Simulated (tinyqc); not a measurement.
# From x_l back to interaction L of the melt

Model: solid solubility of a dopant against its melt (retrograde solidus), clustering and the electrically active fraction. Computed by tinyqc, a small Python program. Command: `OMP_NUM_THREADS=1 python tinyqc.py 3003786 3003787 out.jsonl retro inv`. One thread of a shared host (Intel(R) Xeon(R) Processor @ 2.30GHz), about 0.01 s of CPU time with the checks.

Inputs (values chosen for the exercise, of the order of those of antimony in silicon for the solubility):
```
quantity                                   value    unit
melting point of the host T_m               1687       K
heat of melting of the host H_f             50.2  kJ/mol
enthalpy of transfer from melt to solid H  0.749      eV
entropy of transfer S                       1.35     k_B
site density N0                            5e+22  1/cm^3
temperature T                               1263       K
```

Constants: R = 8.314462618 J/(mol K); k_B = 8.617333262e-05 eV/K.

Method. x_l and x_s are atom fractions of the dopant in melt and solid; the solid is dilute. Liquidus of the host: R T ln(1 - x_l) + L x_l^2 = -H_f (1 - T/T_m). Distribution: k = x_s/x_l = exp[L (1 - x_l)^2/(R T)] exp(S/k_B - H/(k_B T)), the first factor being the activity coefficient in the melt. Solubility = x_s N0; at T_m x_l = 0.

Task: A run gave the result below. Find the interaction L of the melt, known to lie between 2.2 and 3.9 kJ/mol.

x_l = 0.7394718

Result:

Each step takes the trial c = (a f_b - b f_a)/(f_b - f_a), f being the result less the target and a, b, c the logarithms of the listed values; c replaces end b, the old b replaces a if the sign of f changed, and otherwise f_a is halved.

Scan of the range:
```
interaction L of the melt (kJ/mol)       x_l
2.20                                0.731113
2.42                                0.734403
2.66                                0.738009
2.93                                0.742087
3.22                                0.746490
3.55                                0.751525
3.90                                0.756890
```

False position (Illinois rule, in the logarithm of the input) inside the bracket:
```
step    end a    end b    trial       x_l
1     2.66000  2.93000  2.75385  0.739424
2     2.93000  2.75385  2.75690  0.739470
3     2.93000  2.75690  2.75709  0.739473
4     2.75690  2.75709  2.75700  0.739472
```

x_l rises at every point of a 13-point scan of the range (every second point is shown), so one value fits; it is bracketed by 2.66 and 2.93. Answer: interaction L of the melt = 2.757 kJ/mol.
